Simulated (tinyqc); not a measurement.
Decay of LO phonons and the hot-phonon bottleneck in the cooling of electrons: one step, computed by the program tinyqc. Command: `OMP_NUM_THREADS=1 python tinyqc.py 3022143 3022144 out.jsonl hotphonon walk`. One thread of a shared host (Intel(R) Xeon(R) Processor @ 2.30GHz), about 0.01 s of CPU time with the checks.

n(E, T) = 1/(exp(E/(k_B T)) - 1) is the Bose occupation. Electrons have a temperature T_e; the LO modes within their reach share one occupation N; the decay products stay at the lattice temperature.

Task: Spontaneous emission time. Froehlich coupling alpha = (e^2/(4 pi eps_0)) (1/eps_inf - 1/eps_s) k_0/(2 hbar omega), k_0 = sqrt(m* hbar omega/(hbar^2/(2 m_0))); emission time tau_sp = hbar/(2 alpha hbar omega); bottleneck ratio r = (n/N_m) tau/tau_sp.

Inputs (values chosen for the exercise, modelled on silicon carbide):

| quantity | value | unit |
|---|---|---|
| LO energy hbar omega | 119 | meV |
| lattice temperature T | 150 | K |
| electron mass m* | 0.352 | m_0 |
| eps_inf | 6.41 | - |
| static dielectric constant eps_s | 9.58 | - |
| electron density n | 2.4e+18 | 1/cm^3 |
| density of LO modes that the electrons reach, N_m | 3.4e+18 | 1/cm^3 |

Decay channel: two equal phonons plus a three-phonon channel.

phonon lifetime tau = 3.701601 ps

Constants: e^2/(4 pi eps_0) = 14.39964548 eV angstrom; hbar^2/(2 m_0) = 3.80998212 eV angstrom^2; hbar = 6.582119569e-16 eV s.

Give: alpha; emission time tau_sp; bottleneck ratio r.

Result:

alpha = 0.3275

emission time tau_sp = 8.445 fs

bottleneck ratio r = 309.4

r compares the rate at which electrons exchange quanta with a mode to its decay rate. Exchange outruns decay, so a hot population builds up if the power is high enough.
